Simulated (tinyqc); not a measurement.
Anisotropic elasticity and sound waves of a cubic crystal: one step, computed by the program tinyqc. Command: `OMP_NUM_THREADS=1 python tinyqc.py 3015386 3015387 out.jsonl cubicelastic walk`. One thread of a shared host (Intel(R) Xeon(R) Processor @ 2.30GHz), about 0.01 s of CPU time with the checks.

Voigt order 1..6 = xx, yy, zz, yz, xz, xy, with engineering shear strains. The rotated frame has x' as named, z' along the wafer normal and y' = z' x x'.

Question. Compliances and anisotropy. S11 = (C11 + C12)/D, S12 = -C12/D, D = (C11 - C12)(C11 + 2 C12), S44 = 1/C44. Zener ratio A = 2 C44/(C11 - C12); S0 = S11 - S12 - S44/2; H = 2 C44 + C12 - C11.

Inputs (values chosen for the exercise, modelled on nickel): C11 = 247.7 GPa; C12 = 154.4 GPa; C44 = 123.1 GPa.

Frame: (001) wafer, x' along [110].

Give: S11; S12; S44; Zener ratio A; S0; H.

Answer.

S11 = 7.7444 1/TPa

S12 = -2.9737 1/TPa

S44 = 8.1235 1/TPa

Zener ratio A = 2.6388

S0 = 6.6564 1/TPa

H = 152.9 GPa
